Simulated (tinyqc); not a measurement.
# Changing the channel doping C_B

Model: two-dimensional dopant profile at a mask edge: lateral junction, overlap and effective channel length. Computed by tinyqc, a small Python program. Command: `OMP_NUM_THREADS=1 python tinyqc.py 3015324 3015325 out.jsonl lateral sweep`. One thread of a shared host (Intel(R) Xeon(R) Processor @ 2.30GHz), about 0.01 s of CPU time with the checks.

Ions enter for y < 0; the mask (spacer, then gate) covers y > 0. x is the depth. The surface reflects dopant during the anneal.

Inputs (values chosen for the exercise, modelled on a source-drain extension in silicon):

| quantity | value | unit |
|---|---|---|
| dose Q | 1.3e+15 | 1/cm^2 |
| projected range R_p | 35 | nm |
| vertical straggle | 11 | nm |
| lateral straggle | 13 | nm |
| anneal budget D t | 4.4e-12 | cm^2 |
| gate length L_g | 370 | nm |
| offset spacer | 21 | nm |
| oxide thickness | 2 | nm |

Constants: eps_0 = 8.8541878128e-12 F/m.

Method:
- Widths s_x^2 = (vertical straggle)^2 + 2 D t, s_y^2 = (lateral straggle)^2 + 2 D t. C(x, y) = V(x) (1/2) erfc(y/(sqrt2 s_y)), V(x) = Q/(sqrt(2 pi) s_x) [exp(-(x - R_p)^2/(2 s_x^2)) + exp(-(x + R_p)^2/(2 s_x^2))]; 1 nm = 1e-7 cm.
- The vertical junction far from the mask solves V(x) = C_B.
- The lateral junction at depth x solves C = C_B: y_j(x) = sqrt2 s_y erfc^-1(2 C_B/V(x)). Overlap under the gate = y_j(0) - spacer; metallurgical channel L_met = L_g - 2 overlap (tails from the two sides are not added).
- Abruptness at y_j(0) in nm per decade = ln(10) s_y sqrt(pi/2) exp(u^2) erfc(u), u = y_j/(sqrt2 s_y). Overlap capacitance per width = 3.9 eps_0 overlap/t_ox (zero if there is no overlap).

One run for each value:

| channel doping C_B (1/cm^3) | lateral junction y_j(0) (nm) | vertical junction x_j (nm) | metallurgical channel L_met (nm) | lateral abruptness (nm/decade) |
|---|---|---|---|---|
| 3.00e+16 | 116.1 | 166.3 | 179.8 | 19.46 |
| 6.80e+16 | 109.0 | 159.9 | 194.0 | 20.58 |
| 1.50e+17 | 101.7 | 153.4 | 208.6 | 21.85 |
| 3.40e+17 | 93.7 | 146.2 | 224.6 | 23.43 |
| 7.70e+17 | 85.0 | 138.6 | 242.0 | 25.39 |
| 1.70e+18 | 75.9 | 130.6 | 260.2 | 27.82 |
| 3.90e+18 | 65.3 | 121.5 | 281.5 | 31.25 |
| 8.90e+18 | 53.3 | 111.4 | 305.5 | 36.16 |
| 2.00e+19 | 39.3 | 99.9 | 333.4 | 43.91 |

Describe and explain the trends.

Over the rows, lateral junction y_j(0) (nm) falls from 116 to 39.3 (exponent d ln y / d ln x -0.077 between the first rows and -0.38 between the last); vertical junction x_j (nm) falls from 166 to 99.9 (exponent d ln y / d ln x -0.048 between the first rows and -0.13 between the last); metallurgical channel L_met (nm) rises from 180 to 333 (exponent d ln y / d ln x 0.093 between the first rows and 0.11 between the last). A heavier channel (or halo) pushes both junctions back along the tails, where the profile is less steep on a logarithmic scale.
